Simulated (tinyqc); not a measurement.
Haynes-Shockley experiment: drift, diffusion and decay of a minority-carrier pulse: one step, computed by the program tinyqc. Command: `OMP_NUM_THREADS=1 python tinyqc.py 3112888 3112889 out.jsonl haynes walk`. One thread of a shared host (Intel(R) Xeon(R) Processor @ 2.30GHz), about 0.01 s of CPU time with the checks.

A thin sheet of excess carriers is made at x = 0, t = 0 in a long uniform bar; injection is low, so the pulse moves with the minority mobility.

Task: Simple reading of the pulse. With w the full width at half maximum: mu = d/(F t_p); D = (w d)^2/(16 ln2 t_p^3); Einstein ratio D/mu against k_B T/e.

Inputs (values chosen for the exercise, modelled on electrons in p-type germanium in a lightly doped bar):
```
quantity,value,unit
minority mobility mu,4010,cm^2/(V s)
temperature T,300,K
field F,22,V/cm
distance d to the collector,1.1,cm
```

time of the peak t_p = 12.44816 microsecond

width at half maximum = 1.355031 microsecond

D = 103.6665 cm^2/s

Constants: k_B = 8.617333262e-05 eV/K.

Give: apparent mobility; apparent D; apparent D/mu; error of mu; error of D.

Result:

apparent mobility = 4017 cm^2/(V s)

apparent D = 104 cm^2/s

apparent D/mu = 25.9 mV

error of mu = 0.166 %

error of D = 0.181 %
